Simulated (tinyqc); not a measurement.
Octagonal on-chip spiral inductor, lumped pi model: two steps of the calculation.

Outer diameter do = di + 2 n wd + 2 (n - 1) sp, mean da = (do + di)/2, fill p = (do - di)/(do + di), length l = 3.314 n da. L = 2.25 mu0 n^2 da/(1 + 3.55 p), mu0 = 4 pi 1e-7 H/m. Rs = rho l/(wd delta (1 - exp(-th/delta))), delta = sqrt(rho/(pi f mu0)). Cs = n wd^2 eps0 eo/hu across the coil. At each end Cox = l wd eps0 eo/(2 ho) leads to the substrate branch Rsi = 2 rs he/(l wd) in parallel with Csi = l wd eps0 11.7/(2 he). With one end grounded Y = 1/(Rs + i w L) + i w Cs + 1/[1/(i w Cox) + 1/(1/Rsi + i w Csi)], w = 2 pi f; Q = -Im Y/Re Y. Eddy currents in neighbouring turns and in the substrate are left out.

Inputs (values chosen for the exercise); values of the order met in silicon radio-frequency processes:
- n = 2.5 (number of turns)
- wd = 6 um (line width)
- sp = 2 um (space between turns)
- di = 140 um (inner diameter)
- th = 2 um (metal thickness)
- rho = 3 uohm cm (metal resistivity)
- ho = 5.4 um (oxide below the coil)
- hu = 1.3 um (oxide between coil and underpass)
- eo = 3.9 (relative permittivity of the oxide)
- rs = 20 ohm cm (substrate resistivity)
- he = 30 um (effective spreading depth in the substrate)
- f = 3.4 GHz (frequency)

Constants: eps0 = 8.8541878128e-12 F/m. Results are converted to the units shown.

Problem 1. Geometry and model elements. do, l, L, delta, Rs, Cs, Cox, Rsi and Csi as defined.

Find: do; l; L; delta; Rs; Cs; Cox; Rsi; Csi.

Solution 1.

do = 176.0 um
l = 1309 um
L = 1.988 nH
delta = 1.495 um
Rs = 5.936 ohm
Cs = 2.391 fF
Cox = 25.11 fF
Rsi = 1528 ohm
Csi = 13.56 fF

Problem 2. Admittance, quality factor and apparent inductance. Series branch 1/(Rs + i w L), substrate branch, total Y, Q = -Im Y/Re Y, apparent inductance Im(1/Y)/w, metal-only value w L/Rs, share of the loss in the substrate Re(substrate branch)/Re Y.

L = 1.9880590 nH
Rs = 5.9356974 ohm
Cs = 2.3906307 fF
Cox = 25.112528 fF
Rsi = 1527.8489 ohm
Csi = 13.560765 fF

Find: series branch; substrate branch; Y; Q; apparent inductance; w L/Rs; share of the loss in the substrate.

Solution 2.

series branch = 3.228-23.095i mS
substrate branch = 0.16956+0.32244i mS
Y = 3.397-22.721i mS
Q = 6.6880
apparent inductance = 2.0152 nH
w L/Rs = 7.1551
share of the loss in the substrate = 4.9911 %

Q is 93.5 % of the metal-only value.

Numbers from tinyqc (`OMP_NUM_THREADS=1 python tinyqc.py 2302155 2302156 out.jsonl`; about 0.01 s on one thread of a shared Intel Xeon 2.30GHz).
